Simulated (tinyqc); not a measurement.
## Zener tunnelling in a reverse-biased junction, two-band WKB: effect of the band gap with the mass tied to it

Abrupt p-n junction, depletion approximation. Energies E are counted from the conduction-band edge of the neutral n side; its Fermi level lies at dn, that of the p side at dn - V, and the valence-band edge of the neutral p side at Em = dn + dp - V. Tunnelling needs 0 < E < Em. Two-band dispersion with equal masses m: inside the gap kappa = sqrt(m u (1 - u/Eg)/C), u the distance from a band edge, C = hbar^2/(2 m0).

The mass follows the gap, m = 0.027 Eg/0.354 eV, as in a two-band model with a fixed matrix element; Nc, Nv and eps_r are held. Nd = Nc F12(dn/Vt), Na = Nv F12(dp/Vt), F12(x) = (2/sqrt(pi)) int_0^infinity sqrt(u)/(1 + exp(u - x)) du; dn = EF - Ec on the n side, dp = Ev - EF on the p side (negative outside the bands); Vbi = Eg + dn + dp. W = sqrt(2 eps0 eps_r (Vbi - V)(1/Na + 1/Nd)/q), mean field F = (Vbi - V)/W, peak field 2 F. In a uniform field F the exponent is S = pi sqrt(m/C) Eg^1.5/(4 F). Transverse energy Et = C kt^2/m raises it to S (1 + 4 Et/Eg), so T = exp(-S) exp(-Et/Eb) with Eb = Eg/(4 S). KJ = (2 q^2/h) m/(4 pi C) (times 1e14 for A/cm^2 per eV^2). J = KJ exp(-S) Eb times the integral from 0 to Em of [f(E - dn) - f(E - dn + V)] [1 - exp(-min(E, Em - E)/Eb)] dE, f(x) = 1/(1 + exp(x/Vt)), with S and Eb from the mean field; J > 0 flows from p to n.

Parameters, values chosen for the exercise; band and dielectric values close to those of indium arsenide:
- T = 200 K (temperature)
- eps_r = 15.4 (relative permittivity)
- Nc = 4.68e16 cm^-3 (conduction-band density of states at 200 K)
- Nv = 3.61e18 cm^-3 (valence-band density of states at 200 K)
- m = 0.027 m0 (band-edge mass of the two-band model)
- Na = 1.5e19 cm^-3 (acceptor density)
- Nd = 7.6e17 cm^-3 (donor density)
- V = -2.3 V (bias of the p side)

Constants: q = 1.602176634e-19 C, kB = 1.380649e-23 J/K, hbar = 1.054571817e-34 J s, h = 6.62607015e-34 J s, m0 = 9.1093837015e-31 kg, Vt = kB T/q, eps0 = 8.8541878128e-14 F/cm where lengths are in cm, hbar^2/(2 m0) = 0.0380998212 eV nm^2. Results are converted to the units shown.

Effect of the band gap with the mass tied to it:

| Eg (eV) | Vbi (V) | mean field (MV/cm) | S | J (A/cm^2) | S at fixed m |
|---|---|---|---|---|---|
| 0.18 | 0.3603 | 0.3362 | 1.071 | -7.298e6 | 1.502 |
| 0.23 | 0.4103 | 0.3394 | 1.732 | -3.814e6 | 2.149 |
| 0.28 | 0.4603 | 0.3425 | 2.544 | -1.712e6 | 2.860 |
| 0.33 | 0.5103 | 0.3456 | 3.502 | -6.634e5 | 3.627 |
| 0.38 | 0.5603 | 0.3486 | 4.602 | -2.228e5 | 4.442 |
| 0.43 | 0.6103 | 0.3517 | 5.842 | -6.505e4 | 5.301 |
| 0.48 | 0.6603 | 0.3547 | 7.218 | -1.658e4 | 6.199 |
| 0.53 | 0.7103 | 0.3577 | 8.727 | -3698 | 7.132 |

What does the table show?

S rises from 1.07 to 8.73, as Eg^(1.94), against Eg^(1.44) at fixed m; at a fixed field the powers would be 2 and 1.5, and the field grows with Vbi. |J| falls from 7.30e6 to 3700 A/cm^2. Where S is below about 4, a WKB prefactor of 1 is a rough guess.

Range of the model: Parabolic densities of states, no band tails and no gap narrowing, all of which matter at such doping.

Program tinyqc, `OMP_NUM_THREADS=1 python tinyqc.py 2620006 2620007 out.jsonl`; Intel Xeon 2.30GHz, shared host, one thread, about 0.01 s.
